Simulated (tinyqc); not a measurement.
Signal and retention of a DRAM cell: two steps of the calculation.

A stored one starts at Vd and leaks: Cs dV/dt = -I(V), I = a sqrt((V + Vb)/(Vd + Vb)) + b, with a = Ig exp[-(Eg1 q/kB)(1/T - 1/T0)] (generation in a depletion layer) and b = Is exp[-(Es q/kB)(1/T - 1/T0)]. The bit line is precharged to Vd/2, and charge sharing gives the signal (V - Vd/2) Cs/(Cs + Cb).

Parameters, values chosen for the exercise: array voltage Vd = 1.3 V; cell capacitance Cs = 22 fF; bit-line capacitance Cb = 53 fF; smallest signal that the sense amplifier resolves dm = 35 mV; deviation of ln(retention time) over the cells sg = 0.6; cells Nc = 4.29e9; refresh interval tr = 32 ms.

Constants: q = 1.602176634e-19 C. Results are converted to the units shown.

Question 1. Signal and margin. The cell fails below Vc = Vd/2 + dm (Cs + Cb)/Cs.

Find: transfer ratio; signal of a fresh one; Vc; charge that may be lost; the same in electrons.

Answer 1.

transfer ratio = 0.2933
signal of a fresh one = 190.7 mV
Vc = 0.7693 V
charge that may be lost = 11.68 fC
the same in electrons = 7.287e4

Question 2. Failing cells. This time is the median of a log-normal spread: failing cells = Nc erfc(z/sqrt 2)/2, z = ln(t/tr)/sg. One failure is expected at the interval where that count equals 1.

retention time = 28.395554 s

Find: z; failing cells; interval for one failure.

Answer 2.

z = 11.314
failing cells = 2.4064e-20
interval for one failure = 675.83 ms

The weakest cell of the array lies about 6.23 deviations out, a factor of 42.0 below the median; the chosen interval is shorter than that time.

Range of the model: Real arrays also hold a tail of unusually leaky cells and cells whose retention varies in time, which this model lacks.

Numbers from tinyqc (`OMP_NUM_THREADS=1 python tinyqc.py 2130048 2130049 out.jsonl`; about 0.01 s on one thread of a shared Intel Xeon 2.30GHz).
